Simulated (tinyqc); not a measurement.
# Changing the source temperature T

Model: vacuum evaporation: vapour pressure, source flux, thickness distribution, purity and step coverage. Computed by tinyqc, a small Python program. Command: `OMP_NUM_THREADS=1 python tinyqc.py 3111477 3111478 out.jsonl evap sweep`. One thread of a shared host (Intel(R) Xeon(R) Processor @ 2.30GHz), about 0.01 s of CPU time with the checks.

Molecular flow, unit sticking of the metal, no re-evaporation. The background gas is taken as water vapour (18.015 g/mol, collision diameter 0.37 nm) at 300 K.

Inputs (values chosen for the exercise, modelled on gallium, with constants for the liquid):
```
quantity                     value    unit
molar mass M                 69.72   g/mol
film density rho              5.91  g/cm^3
vapour-pressure constant A   10.69       -
vapour-pressure constant B   14020       K
source area                    2.4    cm^2
directionality n                 1       -
source-to-wafer distance h      23      cm
wafer radius R                 7.5      cm
background pressure p       0.0005      Pa
sticking of background gas     0.7       -
```

Constants: u = 1.6605390666e-27 kg; k_B = 1.380649e-23 J/K; R = 8.314462618 J/(mol K).

Method:
- log10(p_v/Pa) = A - B/T; flux from the surface Phi = p_v/sqrt(2 pi m k_B T), m = M u.
- Mass loss = Phi x area x m; heat of evaporation = ln(10) R B; d ln Phi/dT = ln(10) B/T^2 - 1/(2 T).
- A small source emits (n + 1) Phi area cos^n(phi)/(2 pi) per solid angle; on a parallel plane at height h and lateral distance l the arrival rate is (n + 1) Phi area/(2 pi h^2) x (1 + (l/h)^2)^(-(n + 3)/2). Growth rate = arrival rate x m/rho, m = M u. The wafer is fixed and centred above the source.
- Mean free path lambda = k_B T_g/(sqrt2 pi d^2 p); unscattered share exp(-h/lambda); gas arrival p/sqrt(2 pi m_g k_B T_g); impurity ratio = sticking x gas arrival/metal arrival; monolayer time = 1e15 cm^-2/(sticking x gas arrival).

One run for each value; columns: (1) source temperature T (K); (2) growth rate at the centre (nm/s); (3) vapour pressure p_v (Pa); (4) impurity ratio; (5) change of flux per kelvin (%/K):
```
(1)         (2)        (3)        (4)    (5)
986   8.408e-05  2.958e-04  2.923e+03  3.270
1030  3.331e-04  1.198e-03  7.376e+02  2.994
1080  1.388e-03  5.111e-03  1.770e+02  2.721
1120  3.965e-03  1.486e-02  6.198e+01  2.529
1210  3.255e-02  1.268e-01  7.550e+00  2.164
1250  7.520e-02  2.979e-01  3.268e+00  2.026
1300  1.991e-01  8.042e-01  1.234e+00  1.872
```

Give the missing row, source temperature T (K) = 1160.

Computed row; columns: (1) source temperature T (K); (2) growth rate at the centre (nm/s); (3) vapour pressure p_v (Pa); (4) impurity ratio; (5) change of flux per kelvin (%/K):
```
(1)         (2)        (3)        (4)    (5)
1160  1.053e-02  4.016e-02  2.335e+01  2.356
```

Interpolating between the two neighbouring rows (linearly) misses by up to 62 %. Over the rows, growth rate at the centre (nm/s) rises from 8.41e-5 to 0.199 (exponent d ln y / d ln x 32 between the first rows and 25 between the last); vapour pressure p_v (Pa) rises from 2.96e-4 to 0.804 (exponent d ln y / d ln x 32 between the first rows and 25 between the last); impurity ratio falls from 2920 to 1.23 (exponent d ln y / d ln x -32 between the first rows and -25 between the last).

Caution (all rows): more gas than metal sticks, so a compound rather than a metal film would grow.
